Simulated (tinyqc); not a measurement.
Full result against the linear law: strain, valley repopulation and piezoresistance in a many-valley conduction band. Computed by tinyqc, a small Python program. Command: `OMP_NUM_THREADS=1 python tinyqc.py 3026368 3026369 out.jsonl valleys walk`. One thread of a shared host (Intel(R) Xeon(R) Processor @ 2.30GHz), about 0.03 s of CPU time with the checks.

Valleys are ellipsoids with mass m_l along the axis a and m_t across it, parabolic, with one constant relaxation time; strain shifts the valleys and leaves the masses alone. Currents are taken along [100], along the load, and along [010], across the load.

Inputs (values chosen for the exercise, modelled on silicon):
```
quantity                               value    unit
longitudinal mass m_l                  0.908     m_0
transverse mass m_t                    0.189     m_0
shear deformation potential Xi_u        9.16      eV
dilation deformation potential Xi_d      1.1      eV
C11                                      166     GPa
C12                                     64.3     GPa
C44                                     79.6     GPa
electron density n                   1.6e+19  1/cm^3
relaxation time tau                      300      fs
temperature T                            150       K
```

Valley axes: <100> (6 valleys in 3 pairs). Load: uniaxial [100].

Constants: k_B = 8.617333262e-05 eV/K; m_0 = 9.1093837015e-31 kg; k_B = 1.380649e-23 J/K; hbar = 1.054571817e-34 J s; e = 1.602176634e-19 C.

Method:
- Each of the 6 valleys holds n_v = N_v (2/sqrt(pi)) F_1/2((E_F - dE_v)/(k_B T)), N_v = 2 (m_d k_B T/(2 pi hbar^2))^(3/2), m_d = (m_l m_t^2)^(1/3); E_F solves sum n_v = n and is counted from the unstrained edge.
- F_j(eta) = int_0^infinity x^j/(1 + exp(x - eta)) dx, without a gamma-function factor. It is evaluated after integrating by parts.
- Integrals over x = E/(k_B T) use 160 Gauss-Legendre points in u = sqrt(x) from 0 to sqrt(max(eta, 0) + 32).
- With eta_0 the reduced Fermi level without strain, r = F_-1/2(eta_0)/(2 F_1/2(eta_0)) (1 for a classical gas) and c = r (Xi_u/k_B T) (m_l - m_t)/(2 m_l + m_t): pi11 = -(2/3) c (S11 - S12), pi12 = -pi11/2, pi44 = 0, with S11 - S12 = 1/(C11 - C12).
- Compliances S11 = (C11 + C12)/((C11 - C12)(C11 + 2 C12)), S12 = -C12/((C11 - C12)(C11 + 2 C12)), S44 = 1/C44; stress sigma_ij = X n_i n_j for the unit vector n of the load; e_xx = S11 sigma_xx + S12 (sigma_yy + sigma_zz), e_xy = S44 sigma_xy/2 (tensor strain).
- Herring-Vogt shift of a valley with unit axis a: dE = Xi_d tr(e) + Xi_u a.e.a.
- Mobility tensor mu = e tau sum_v (n_v/n) [1/m_t + (1/m_l - 1/m_t) a a^T]; unstrained mu_0 = e tau (1/m_l + 2/m_t)/3; resistivity along d from the inverse tensor, rho_d = d.mu^-1.d/(n e), mobility along d = 1/(d.mu^-1.d); gauge pi_d = (rho_d/rho_0 - 1)/X.
- Linear theory: pi_l = pi11, pi_t = pi12.

pi11 = -106.483 1e-11/Pa

pi12 = 53.2416 1e-11/Pa

pi44 = 0 1e-11/Pa

Resistance changes (%); at 2000 MPa the strain is near or above 1 %, where band warping, left out here, matters:
```
X (MPa)  splitting (meV)  largest share  first direction   linear  second direction   linear
-2000             180.14        0.99999           253.60   212.97           -26.395  -106.48
-1000              90.07        0.99040           241.15   106.48           -26.114   -53.24
-400               36.03        0.74356            78.99    42.59           -18.077   -21.30
-150               13.51        0.48940            20.18    15.97            -7.745    -7.99
-50                 4.50        0.38391             5.75     5.32            -2.648    -2.66
50                  4.50        0.35742            -4.93    -5.32             2.660     2.66
150                13.51        0.40068           -12.66   -15.97             7.811     7.99
400                36.03        0.47069           -22.81   -42.59            17.339    21.30
1000               90.07        0.49945           -26.33  -106.48            21.759    53.24
2000              180.14        0.50000           -26.39  -212.97            21.847   106.48
```

Along the first direction the linear law holds within 10 % for 2 of the 10 stresses, at -50.0, 50.0 MPa. At the largest compression the full change is +253.6 % against the linear +213.0 %, at the largest tension -26.4 % against -213.0 %: once the splitting is comparable with k_B T (or E_F) the populations no longer follow it linearly, and the change must saturate when the upper valleys are empty.

Extremes, crossings and ranges named in words are read from the listed rows.
